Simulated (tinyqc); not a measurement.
Errors against cell size: correction of a charged-defect supercell by a model charge and potential alignment (plane-averaged potentials). Computed by tinyqc, a small Python program. Command: `OMP_NUM_THREADS=1 python tinyqc.py 3112102 3112103 out.jsonl align walk`. One thread of a shared host (Intel(R) Xeon(R) Processor @ 2.30GHz), about 0.01 s of CPU time with the checks.

The "true" defect charge is (1 - x) q in a Gaussian of width sigma plus x q in one of width sigma_t, so the exact answer is known; the correction sees only a single model Gaussian of width sigma_m. A Gaussian of width s has the transform rho(G) = exp(-G^2 s^2/2), normalised to 1. A uniform background cancels q, so G = 0 is left out. Potentials are those felt by a unit positive charge. E_0 is the formation energy of the isolated defect, E_cell its value in the supercell, E_lat = E_iso - E_per of the model charge, C the true less the model potential far from the defect; the exact correction is E_0 - E_cell, and the error of a scheme is E_cell plus its correction less E_0.

Inputs (values chosen for the exercise, with screening close to that of Al2O3):
```
quantity                               value      unit
defect charge q                            2         e
dielectric constant eps                 9.04         -
edge of the cubic cell L                15.4  angstrom
width sigma of the true defect charge    1.1  angstrom
width sigma_m of the model charge       0.92  angstrom
share x of the charge in a wide tail       0         -
width sigma_t of the tail                2.2  angstrom
```

Constants: e^2/(4 pi eps_0) = 14.39964548 eV angstrom.

Method:
- Periodic energy E_per = (2 pi q^2/(eps L^3)) (e^2/(4 pi eps_0)) sum_(G != 0) rho(G)^2/G^2, G = (2 pi/L)(n1, n2, n3), |n_i| <= 16. Isolated energy: two Gaussians of charges q_a, q_b and widths a, b interact by q_a q_b (e^2/(4 pi eps_0 eps)) sqrt(2/pi)/sqrt(a^2 + b^2), and the self-energy is half the sum over pairs.
- Plane-averaged potential at distance z from the defect: V(z) = (4 pi q/(eps L^3)) (e^2/(4 pi eps_0 e)) sum_(m != 0) rho(G_m) cos(G_m z)/G_m^2, G_m = 2 pi m/L, |m| <= 40.
- Schemes: none; point-charge term alpha q^2 e^2/(4 pi eps_0 eps 2 L), alpha = 2.837297; E_lat of the model; E_lat - q C with C at z = L/2.

Error against E_0 (meV):
```
L (angstrom)     none  point charge  model charge  model and alignment
10.8          -798.49        38.453        11.555           1.3049e-04
13.1          -668.45        21.547         6.475           2.1353e-07
15.4          -573.68        13.263         3.986           1.3109e-10
18.5          -480.94         7.650         2.299           2.0095e-11
```

Between the last two rows the uncorrected error scales as L^-0.96 and the point-charge remainder as L^-3.00. With alignment the error is 0.0 meV in the smallest cell and 0.00 meV in the largest.

Extremes, crossings and ranges named in words are read from the listed rows.
